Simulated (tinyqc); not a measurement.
Electron-beam lithography: double-Gaussian proximity function, edge placement and dose correction for parallel lines: one step, computed by the program tinyqc.

Lines are infinitely long. Absorbed energy is counted so that the middle of a very large area written at dose 1 receives 1; the resist develops where it exceeds 1/2.

Question. Interaction matrix. f(r) = [exp(-r^2/alpha^2)/alpha^2 + eta exp(-r^2/beta^2)/beta^2]/(pi (1 + eta)). A line from a to b at dose d gives E(x) = d [S(alpha) + eta S(beta)]/(1 + eta), S(s) = [erf((b - x)/s) - erf((a - x)/s)]/2. M_ij is the mean of E at the two edges of line i from line j at dose 1.

Inputs (values chosen for the exercise, of the order of those for 10 keV electrons in resist on silicon): forward range alpha = 0.01 micrometre; backscatter range beta = 1.1 micrometre; backscatter ratio eta = 0.94.

Lines (micrometre):
```
line  left edge  right edge  centre
1         0.000       0.250   0.125
2         0.370       0.428   0.399
3         0.768       1.338   1.053
4         1.438       1.472   1.455
5         1.582       2.882   2.232
```

Give: M.

Answer.

M:
```
         1        2        3        4        5
1  0.31881  0.01339  0.07045  0.00201  0.01549
2  0.05814  0.27213  0.09879  0.00336  0.03080
3  0.03131  0.00992  0.38767  0.00704  0.12057
4  0.01453  0.00574  0.12192  0.26618  0.19471
5  0.00549  0.00231  0.06045  0.00495  0.47707
```
